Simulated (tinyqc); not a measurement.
Inside a calculation. Method: G0W0 on RHF in the 3-21g basis, for H3-, spin multiplicity 1. The basis has no diffuse functions, so it cannot describe the extra electron: this is an exercise in the method, not the real anion. Computed by tinyqc, a small Python program that keeps every step (integrals from PySCF). Settings: charge = -1, multiplicity = 1, basis = 3-21g, method = RHF, energy threshold = 1e-10, iteration cap = 75, orthogonalisation = symmetric, start = core, DIIS depth = 6. Command: `OMP_NUM_THREADS=1 python tinyqc.py 27350 27351 out.jsonl` (the two numbers bound the seeds that draw the settings). One thread of a shared host (Intel(R) Xeon(R) Processor @ 2.60GHz), about 0.05 s of CPU time with the checks. The early iterations of the SCF are left out here.

## One-electron integrals

Geometry (angstrom):
```
atom        x        y         z
H     0.00000  0.00000   0.00000
H     0.00000  0.00000   0.75200
H     0.00000  0.71500  -0.23300
```

Basis 3-21g: exponents (1/bohr^2) and contraction coefficients of normalised primitives:
```
element  l (shell)  exponent  coefficient
H            s (1)   5.44718      0.15628
H            s (1)   0.82455      0.90469
H            s (2)   0.18319      1.00000
```

Overlap, kinetic and nuclear-attraction integrals over the contracted functions; the nuclear repulsion is the sum of Za Zb / Rab.

nuclear repulsion = 1.8421480 hartree

overlap S, lower triangle:
```
         1H 1s    1H 2s    2H 1s    2H 2s    3H 1s    3H 2s
1H 1s  1.00000
1H 2s  0.64590  1.00000
2H 1s  0.39307  0.47589  1.00000
2H 2s  0.47589  0.83113  0.64590  1.00000
3H 1s  0.39306  0.47589  0.09598  0.29025  1.00000
3H 2s  0.47589  0.83112  0.29025  0.61596  0.64590  1.00000
```

kinetic energy T (hartree), lower triangle:
```
         1H 1s    1H 2s     2H 1s    2H 2s    3H 1s    3H 2s
1H 1s  1.54940
1H 2s  0.29315  0.27479
2H 1s  0.19658  0.17187   1.54940
2H 2s  0.17187  0.20022   0.29315  0.27479
3H 1s  0.19657  0.17187  -0.06356  0.06136  1.54940
3H 2s  0.17187  0.20022   0.06136  0.11458  0.29315  0.27479
```

nuclear attraction V (hartree), lower triangle:
```
          1H 1s     1H 2s     2H 1s     2H 2s     3H 1s     3H 2s
1H 1s  -3.11694
1H 2s  -1.65404  -1.77540
2H 1s  -1.15371  -1.15652  -2.85369
2H 2s  -1.23556  -1.47706  -1.49888  -1.64269
3H 1s  -1.15369  -1.15652  -0.26438  -0.71351  -2.85369
3H 2s  -1.23555  -1.47706  -0.71352  -1.11065  -1.49888  -1.64268
```

core Hamiltonian H = T + V (hartree), lower triangle:
```
          1H 1s     1H 2s     2H 1s     2H 2s     3H 1s     3H 2s
1H 1s  -1.56754
1H 2s  -1.36089  -1.50062
2H 1s  -0.95713  -0.98465  -1.30429
2H 2s  -1.06369  -1.27684  -1.20573  -1.36790
3H 1s  -0.95712  -0.98464  -0.32793  -0.65216  -1.30428
3H 2s  -1.06368  -1.27684  -0.65216  -0.99607  -1.20572  -1.36790
```

## Two-electron integrals

Functions are numbered as in S; the eight-fold symmetry (ij|kl) = (ji|kl) = (kl|ij) leaves the list below.

Two-electron integrals (ij|kl) in chemists' order, unique and non-zero (hartree):
```
(11|11) 1.14014   (21|11) 0.61140   (21|21) 0.34515   (22|11) 0.62637
(22|21) 0.38033   (22|22) 0.48296   (31|11) 0.37053   (31|21) 0.21004
(31|22) 0.23204   (31|31) 0.16227   (32|11) 0.33542   (32|21) 0.20196
(32|22) 0.24852   (32|31) 0.16364   (32|32) 0.18677   (33|11) 0.66725
(33|21) 0.40985   (33|22) 0.51732   (33|31) 0.37053   (33|32) 0.44364
(33|33) 1.14014   (41|11) 0.44364   (41|21) 0.25132   (41|22) 0.27855
(41|31) 0.16364   (41|32) 0.16062   (41|33) 0.33542   (41|41) 0.18677
(42|11) 0.49475   (42|21) 0.30216   (42|22) 0.38936   (42|31) 0.20263
(42|32) 0.22824   (42|33) 0.49475   (42|41) 0.22824   (42|42) 0.33361
(43|11) 0.40985   (43|21) 0.25114   (43|22) 0.32065   (43|31) 0.21004
(43|32) 0.25132   (43|33) 0.61140   (43|41) 0.20196   (43|42) 0.30216
(43|43) 0.34515   (44|11) 0.51732   (44|21) 0.32065   (44|22) 0.42947
(44|31) 0.23204   (44|32) 0.27855   (44|33) 0.62637   (44|41) 0.24852
(44|42) 0.38936   (44|43) 0.38033   (44|44) 0.48296   (51|11) 0.37052
(51|21) 0.21004   (51|22) 0.23203   (51|31) 0.11762   (51|32) 0.11141
(51|33) 0.21761   (51|41) 0.14966   (51|42) 0.17866   (51|43) 0.13693
(51|44) 0.18436   (51|51) 0.16226   (52|11) 0.33542   (52|21) 0.20196
(52|22) 0.24851   (52|31) 0.11141   (52|32) 0.11286   (52|33) 0.22260
(52|41) 0.14378   (52|42) 0.19054   (52|43) 0.14135   (52|44) 0.19871
(52|51) 0.16363   (52|52) 0.18677   (53|11) 0.08435   (53|21) 0.04878
(53|22) 0.05539   (53|31) 0.03417   (53|32) 0.03448   (53|33) 0.07356
(53|41) 0.03717   (53|42) 0.04690   (53|43) 0.04375   (53|44) 0.05234
(53|51) 0.03417   (53|52) 0.03448   (53|53) 0.00941   (54|11) 0.20881
(54|21) 0.12525   (54|22) 0.15299   (54|31) 0.07274   (54|32) 0.07432
(54|33) 0.14857   (54|41) 0.09066   (54|42) 0.12047   (54|43) 0.09354
(54|44) 0.12808   (54|51) 0.09980   (54|52) 0.11248   (54|53) 0.02244
(54|54) 0.06916   (55|11) 0.66725   (55|21) 0.40984   (55|22) 0.51732
(55|31) 0.21761   (55|32) 0.22260   (55|33) 0.43383   (55|41) 0.28943
(55|42) 0.39155   (55|43) 0.27850   (55|44) 0.40375   (55|51) 0.37052
(55|52) 0.44363   (55|53) 0.07356   (55|54) 0.26404   (55|55) 1.14014
(61|11) 0.44363   (61|21) 0.25132   (61|22) 0.27855   (61|31) 0.14966
(61|32) 0.14378   (61|33) 0.28943   (61|41) 0.18188   (61|42) 0.21930
(61|43) 0.17848   (61|44) 0.23117   (61|51) 0.16363   (61|52) 0.16062
(61|53) 0.03717   (61|54) 0.09913   (61|55) 0.33542   (61|61) 0.18677
(62|11) 0.49475   (62|21) 0.30216   (62|22) 0.38936   (62|31) 0.17866
(62|32) 0.19055   (62|33) 0.39155   (62|41) 0.21930   (62|42) 0.30852
(62|43) 0.24483   (62|44) 0.33590   (62|51) 0.20262   (62|52) 0.22824
(62|53) 0.04690   (62|54) 0.13923   (62|55) 0.49475   (62|61) 0.22824
(62|62) 0.33361   (63|11) 0.20881   (63|21) 0.12525   (63|22) 0.15299
(63|31) 0.09980   (63|32) 0.11248   (63|33) 0.26404   (63|41) 0.09913
(63|42) 0.13923   (63|43) 0.15040   (63|44) 0.16826   (63|51) 0.07274
(63|52) 0.07432   (63|53) 0.02244   (63|54) 0.04907   (63|55) 0.14857
(63|61) 0.09066   (63|62) 0.12047   (63|63) 0.06916   (64|11) 0.35984
(64|21) 0.22022   (64|22) 0.28529   (64|31) 0.14285   (64|32) 0.15901
(64|33) 0.33915   (64|41) 0.16473   (64|42) 0.23983   (64|43) 0.20889
(64|44) 0.27511   (64|51) 0.14285   (64|52) 0.15901   (64|53) 0.03651
(64|54) 0.09997   (64|55) 0.33915   (64|61) 0.16473   (64|62) 0.23983
(64|63) 0.09997   (64|64) 0.18324   (65|11) 0.40984   (65|21) 0.25114
(65|22) 0.32065   (65|31) 0.13693   (65|32) 0.14135   (65|33) 0.27850
(65|41) 0.17848   (65|42) 0.24483   (65|43) 0.17791   (65|44) 0.25555
(65|51) 0.21004   (65|52) 0.25132   (65|53) 0.04375   (65|54) 0.15040
(65|55) 0.61140   (65|61) 0.20196   (65|62) 0.30216   (65|63) 0.09354
(65|64) 0.20889   (65|65) 0.34515   (66|11) 0.51732   (66|21) 0.32065
(66|22) 0.42947   (66|31) 0.18436   (66|32) 0.19872   (66|33) 0.40375
(66|41) 0.23117   (66|42) 0.33591   (66|43) 0.25555   (66|44) 0.36353
(66|51) 0.23203   (66|52) 0.27855   (66|53) 0.05234   (66|54) 0.16826
(66|55) 0.62637   (66|61) 0.24851   (66|62) 0.38936   (66|63) 0.12808
(66|64) 0.27511   (66|65) 0.38033   (66|66) 0.48296
```

## Orthogonalisation

S = U s U^T; symmetric (Loewdin) form X = U s^(-1/2) U^T, so that X^T S X = 1.

eigenvalues of S: 0.06791  0.20349  0.45348  0.57839  1.08458  3.61216

X, lower triangle:
```
          1H 1s     1H 2s     2H 1s     2H 2s     3H 1s    3H 2s
1H 1s   1.29836
1H 2s  -0.52019   2.67299
2H 1s  -0.15712   0.01064   1.27160
2H 2s   0.07096  -0.97484  -0.47818   1.91301
3H 1s  -0.15711   0.01064   0.05388   0.02904   1.27160
3H 2s   0.07095  -0.97483   0.02904  -0.04631  -0.47818  1.91300
```

## Iteration 6 (converged): orbitals

converged F (hartree), lower triangle:
```
          1H 1s     1H 2s     2H 1s     2H 2s     3H 1s     3H 2s
1H 1s   0.30954
1H 2s  -0.39323  -0.16835
2H 1s  -0.36494  -0.32359   0.45006
2H 2s  -0.39359  -0.18934  -0.30048  -0.09050
3H 1s  -0.36494  -0.32359  -0.20406  -0.23540   0.45006
3H 2s  -0.39359  -0.18934  -0.23540  -0.16983  -0.30047  -0.09050
```

Diagonalise F' = X^T F X, C = X C', fill 2 alpha and 2 beta electrons from the bottom; D = 2 C_occ C_occ^T. Each column has its largest component positive (the first on a tie).

F' = X^T F X (hartree), lower triangle:
```
          1         2         3         4         5        6
1   1.11573
2  -0.60868   0.64835
3  -0.45902  -0.10269   1.14231
4  -0.08913  -0.17803  -0.66984   0.54231
5  -0.45901  -0.10269   0.07155  -0.01498   1.14231
6  -0.08913  -0.17803  -0.01498  -0.05987  -0.66984  0.54231
```

orbital energies (hartree): MO1 -0.38048, MO2 0.14096, MO3 0.60210, MO4 1.20597, MO5 1.53198, MO6 2.03278

coefficients C:
```
           MO1       MO2       MO3       MO4       MO5       MO6
1H 1s  0.28931   0.00000   0.11339  -0.82960  -0.00001  -1.10949
1H 2s  0.24238   0.00000   2.41895   1.19414   0.00001   1.40723
2H 1s  0.19659  -0.20259  -0.02154  -0.51288   0.91049   0.83783
2H 2s  0.18633  -0.92618  -1.39620   0.10571  -1.09099  -0.89623
3H 1s  0.19659   0.20259  -0.02154  -0.51287  -0.91051   0.83782
3H 2s  0.18633   0.92619  -1.39618   0.10569   1.09100  -0.89622
```

D after iteration 6, lower triangle:
```
         1H 1s    1H 2s     2H 1s     2H 2s    3H 1s    3H 2s
1H 1s  0.16740
1H 2s  0.14024  0.11749
2H 1s  0.11375  0.09530   0.15938
2H 2s  0.10782  0.09033   0.44853   1.78506
3H 1s  0.11375  0.09530  -0.00479  -0.30200  0.15938
3H 2s  0.10781  0.09032  -0.30201  -1.64619  0.44853  1.78508
```

## Convergence

Stop when the energy changes by less than 1e-10 hartree and every element of the error matrix X^T (F D S - S D F) X is below 3e-06.

Course of the cycle:
```
iteration  E (hartree)     change  largest element of the error matrix
1           -0.9903486          -                             4.91e-01
2           -1.3682890  -3.78e-01                             2.42e-02
3           -1.3690502  -7.61e-04                             3.67e-03
4           -1.3690735  -2.33e-05                             1.49e-04
5           -1.3690736  -4.35e-08                             6.67e-06
6           -1.3690736  -9.02e-11                             6.30e-07
```

PySCF RHF in the same basis = -1.3690736 hartree

Converged in 6 iterations.

## Integrals over molecular orbitals

(pq|rs) = sum C_ip C_jq C_kr C_ls (ij|kl), one index at a time.

one-electron integrals over orbitals h = C^T H C (hartree), lower triangle:
```
          1         2         3         4         5         6
1  -1.83818
2   0.00000  -1.13352
3  -0.07180   0.00000  -0.85138
4   0.26819   0.00000   0.05493  -0.51930
5   0.00000   0.29770   0.00000   0.00000  -0.30440
6   0.01503   0.00000   0.25728  -0.04589   0.00000  -0.03476
```

Two-electron integrals over orbitals (pq|rs), unique and non-zero (hartree):
```
(11|11) 0.62500     (21|11) -1.21e-06   (21|21) 0.10509     (22|11) 0.46890
(22|21) 1.07e-06    (22|22) 0.44178     (31|11) 0.04788     (31|21) 1.77e-07
(31|22) -0.01164    (31|31) 0.06195     (32|11) 3.94e-07    (32|21) -0.04720
(32|22) -6.73e-07   (32|31) -1.62e-07   (32|32) 0.04648     (33|11) 0.41881
(33|21) -4.89e-07   (33|22) 0.36215     (33|31) 0.02485     (33|32) 3.83e-07
(33|33) 0.37154     (41|11) -0.14247    (41|21) 8.68e-07    (41|22) -0.06499
(41|31) -0.02009    (41|32) -8.65e-08   (41|33) -0.03781    (41|41) 0.09178
(42|11) 1.33e-06    (42|21) -0.00426    (42|22) 6.39e-07    (42|31) 1.86e-07
(42|32) -0.00600    (42|33) 3.06e-07    (42|41) -1.00e-06   (42|42) 0.02458
(43|11) -0.02219    (43|21) 3.02e-07    (43|22) -0.01832    (43|31) 0.02244
(43|32) -2.26e-07   (43|33) 0.00176     (43|41) 0.02417     (43|42) 9.26e-08
(43|43) 0.04081     (44|11) 0.52291     (44|21) -1.98e-06   (44|22) 0.39791
(44|31) 0.05571     (44|32) 7.35e-07    (44|33) 0.38265     (44|41) -0.09958
(44|42) 1.01e-06    (44|43) -0.00077    (44|44) 0.47477     (51|11) -2.63e-08
(51|21) -0.07064    (51|22) -1.08e-06   (51|31) -2.40e-07   (51|32) 0.02115
(51|33) -6.59e-08   (51|41) -4.46e-07   (51|42) 0.03028     (51|43) 1.01e-07
(51|44) 7.97e-07    (51|51) 0.08032     (52|11) -0.13867    (52|21) -5.65e-07
(52|22) -0.09100    (52|31) 0.00096     (52|32) 1.33e-07    (52|33) -0.04585
(52|41) 0.06588     (52|42) -1.95e-07   (52|43) 0.00513     (52|44) -0.09038
(52|51) 1.34e-06    (52|52) 0.09175     (53|11) -1.28e-07   (53|21) -0.00048
(53|22) -1.31e-07   (53|31) 1.28e-07    (53|32) 0.01114     (53|33) 1.45e-07
(53|41) 2.90e-07    (53|42) -0.00963    (53|43) 1.10e-07    (53|44) 7.19e-08
(53|51) -0.01235    (53|52) -2.39e-07   (53|53) 0.01418     (54|11) -9.60e-07
(54|21) 0.08589     (54|22) 5.44e-07    (54|31) 5.05e-07    (54|32) -0.03440
(54|33) -2.21e-07   (54|41) 8.94e-07    (54|42) -0.00953    (54|43) 3.35e-07
(54|44) -1.56e-06   (54|51) -0.06716    (54|52) -3.42e-07   (54|53) 0.00148
(54|54) 0.08180     (55|11) 0.53472     (55|21) 2.67e-06    (55|22) 0.46951
(55|31) -0.00953    (55|32) -1.24e-06   (55|33) 0.37030     (55|41) -0.11324
(55|42) 6.00e-07    (55|43) -0.01896    (55|44) 0.44469     (55|51) -3.02e-06
(55|52) -0.15014    (55|53) 4.35e-08    (55|54) 2.02e-06    (55|55) 0.56362
(61|11) -0.02825    (61|21) -5.56e-07   (61|22) 0.03920     (61|31) -0.05320
(61|32) 2.93e-07    (61|33) -0.01758    (61|41) 0.02402     (61|42) 2.26e-07
(61|43) 0.01199     (61|44) -0.03881    (61|51) 7.07e-07    (61|52) -0.03493
(61|53) -9.40e-09   (61|54) -1.04e-06   (61|55) 0.06307     (61|61) 0.10137
(62|11) -7.50e-07   (62|21) 0.06517     (62|22) 5.63e-07    (62|31) 2.98e-07
(62|32) -0.02530    (62|33) -1.93e-07   (62|41) 6.83e-07    (62|42) -0.01772
(62|43) 4.65e-08    (62|44) -1.09e-06   (62|51) -0.06205    (62|52) -6.20e-07
(62|53) 0.01313     (62|54) 0.05734     (62|55) 1.81e-06    (62|61) -7.75e-07
(62|62) 0.06167     (63|11) -0.11252    (63|21) 3.28e-07    (63|22) -0.05537
(63|31) -0.02861    (63|32) -4.73e-08   (63|33) -0.04388    (63|41) 0.05281
(63|42) -4.62e-07   (63|43) 0.00642     (63|44) -0.08288    (63|51) 6.58e-08
(63|52) 0.04215     (63|53) 1.01e-07    (63|54) 1.63e-07    (63|55) -0.07560
(63|61) 0.02561     (63|62) 2.16e-07    (63|63) 0.04881     (64|11) 0.04704
(64|21) 8.99e-07    (64|22) -0.02094    (64|31) 0.05582     (64|32) -4.91e-07
(64|33) 0.02244     (64|41) -0.03164    (64|42) -1.47e-07   (64|43) -0.00019
(64|44) 0.05793     (64|51) -1.04e-06   (64|52) 0.01936     (64|53) 6.64e-08
(64|54) 1.41e-06    (64|55) -0.04006    (64|61) -0.08760    (64|62) 1.02e-06
(64|63) -0.03168    (64|64) 0.09024     (65|11) 1.48e-06    (65|21) -0.10577
(65|22) -1.27e-06   (65|31) 7.06e-08    (65|32) 0.05296     (65|33) 5.89e-07
(65|41) -1.24e-06   (65|42) 0.02314     (65|43) -1.77e-07   (65|44) 2.36e-06
(65|51) 0.09454     (65|52) 1.11e-06    (65|53) -0.00706    (65|54) -0.09855
(65|55) -3.60e-06   (65|61) 3.63e-07    (65|62) -0.08698    (65|63) -4.99e-07
(65|64) -8.71e-07   (65|65) 0.14524     (66|11) 0.63590     (66|21) -1.66e-06
(66|22) 0.47939     (66|31) 0.05247     (66|32) 6.06e-07    (66|33) 0.42345
(66|41) -0.16953    (66|42) 1.62e-06    (66|43) -0.03063    (66|44) 0.53856
(66|51) 2.49e-07    (66|52) -0.15774    (66|53) -2.26e-07   (66|54) -1.42e-06
(66|55) 0.56517     (66|61) -0.03579    (66|62) -1.15e-06   (66|63) -0.13288
(66|64) 0.05847     (66|65) 2.22e-06    (66|66) 0.70516
```

## Screening: direct RPA

With D = e_a - e_i and K = (ia|jb): diagonalise D^(1/2) (D + 4K) D^(1/2) = Z w^2 Z^T; X + Y = D^(1/2) Z w^(-1/2), each column of Z with its largest component positive (the first on a tie); E_c = (sum w - tr (D + 2K)) / 2.

D^(1/2) (D + 4K) D^(1/2) (hartree^2), lower triangle:
```
          1>3       1>4       1>5       1>6       2>3       2>4      2>5      2>6
1>3   1.20895
1>4  -0.10033   3.09923
1>5   0.00000   0.00000   4.27191
1>6  -0.32767   0.18800   0.00001   6.80240
2>3   0.00000   0.00000   0.07944   0.00000   0.29839
2>4   0.00000  -0.00001   0.17287   0.00000  -0.01682   1.23895
2>5   0.00447   0.39145   0.00001  -0.25603   0.00000   0.00000  2.44546
2>6   0.00000   0.00000  -0.47214  -0.00001  -0.09452  -0.10063  0.00000  4.04568
```

excitation energies w (hartree): 0.54252  1.08885  1.10803  1.49720  1.81233  1.91672  2.15849  2.61616

X + Y:
```
            1         2         3         4         5         6         7         8
1>3   0.00000   0.94732   0.00002   0.01863  -0.02904   0.00000   0.00000  -0.03601
1>4   0.00000   0.05819   0.00000  -0.43699   0.84482   0.00001   0.00000   0.03576
1>5  -0.03416   0.00000  -0.06828   0.00000   0.00000   0.61743   0.73811   0.00000
1>6   0.00000   0.08372   0.00000   0.08863  -0.02403   0.00000   0.00000   0.95636
2>3   0.92130   0.00000  -0.01623   0.00000   0.00000  -0.00369   0.01268   0.00000
2>4   0.03310  -0.00002   0.97842   0.00000   0.00000   0.00854   0.04050   0.00000
2>5   0.00000  -0.00801   0.00000   0.86984   0.37443   0.00000   0.00000  -0.03932
2>6   0.04392   0.00000   0.03409   0.00000  -0.00001   0.78085  -0.57789   0.00000
```

RPA correlation energy = -0.0416284 hartree

## G0W0 on Hartree-Fock: HOMO

W(p,q,m) = sqrt2 sum_ia (pq|ia) (X+Y)_ia,m; Sigma_c(x) = sum_(i,m) W^2/(x - e_i + w_m) + sum_(a,m) W^2/(x - e_a - w_m); solve x = e_p + Sigma_c(x) by Newton steps; Z = 1/(1 - dSigma/dx); 1 hartree = 27.211386 eV.

The 12 largest terms at x = e_p (hartree; W for the signs of X + Y given):
```
q  m         W      term
2  5  -0.12669   0.00886
1  7  -0.12809   0.00612
5  5   0.12844  -0.00515
6  7  -0.11664  -0.00336
3  1   0.05769  -0.00332
2  4  -0.06716   0.00301
1  1  -0.05424   0.00277
5  4   0.06780  -0.00159
2  8   0.05538   0.00117
3  7   0.04324  -0.00071
4  7   0.04739  -0.00070
5  8  -0.04907  -0.00060
```

Newton steps (hartree):
```
step        x  Sigma_c(x)        Z
0     0.14096     0.00572  0.98052
1     0.14656     0.00561  0.98056
2     0.14656     0.00561  0.98056
```

quasiparticle energy of the HOMO = 3.98813 eV

Hartree-Fock value = 3.83560 eV

## G0W0 on Hartree-Fock: LUMO

As before.

The 12 largest terms at x = e_p (hartree; W for the signs of X + Y given):
```
q  m         W      term
2  1   0.05769   0.00332
1  2   0.07503   0.00272
3  5  -0.06988  -0.00269
6  5   0.08572  -0.00227
1  8  -0.07617   0.00161
3  4  -0.03458  -0.00080
3  2   0.02861  -0.00075
2  7   0.04324   0.00071
4  2   0.03342  -0.00066
6  2  -0.03143  -0.00039
4  5   0.03027  -0.00038
6  8   0.03642  -0.00033
```

Newton steps (hartree):
```
step        x  Sigma_c(x)        Z
0     0.60210    -0.00044  0.99002
1     0.60167    -0.00043  0.99002
2     0.60167    -0.00043  0.99002
```

quasiparticle energy of the LUMO = 16.37227 eV

Hartree-Fock value = 16.38405 eV
